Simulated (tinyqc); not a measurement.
Solubility, supersaturation, precipitation and gettering of an impurity in a silicon-like host: one step, computed by the program tinyqc.

The wafer was saturated at T1 and is then held at T.

Problem. Solubility, diffusivity, supersaturation. C_eq(T) = N0 exp(S/k_B - H/(k_B T)); D(T) = D0 exp(-Q/(k_B T)); C0 = C_eq(T1). Supersaturation s = C0/C_eq(T); critical radius r* = 2 gamma/(C_p k_B T ln s); barrier W* = (4 pi/3) gamma r*^2. Strain energy is left out.

Inputs (values chosen for the exercise, modelled on nickel in silicon):
```
quantity                                   value    unit
site density N0                            5e+22  1/cm^3
enthalpy of solution H                      1.72      eV
entropy of solution S                        3.2     k_B
diffusion prefactor D0                    0.0016  cm^2/s
migration energy Q                         0.477      eV
temperature of saturation T1                1275       K
anneal temperature T                        1060       K
impurity density in the precipitate C_p  5.1e+22  1/cm^3
interface energy gamma                      0.77   J/m^2
```

Constants: k_B = 8.617333262e-05 eV/K; k_B = 1.380649e-23 J/K.

Give: C0; C_eq(T); D(T); supersaturation s; critical radius r*; W*/(k_B T).

Solution.

C0 = 1.950e+17 1/cm^3

C_eq(T) = 8.146e+15 1/cm^3

D(T) = 8.634e-06 cm^2/s

supersaturation s = 23.93

critical radius r* = 0.6498 nm

W*/(k_B T) = 93.06
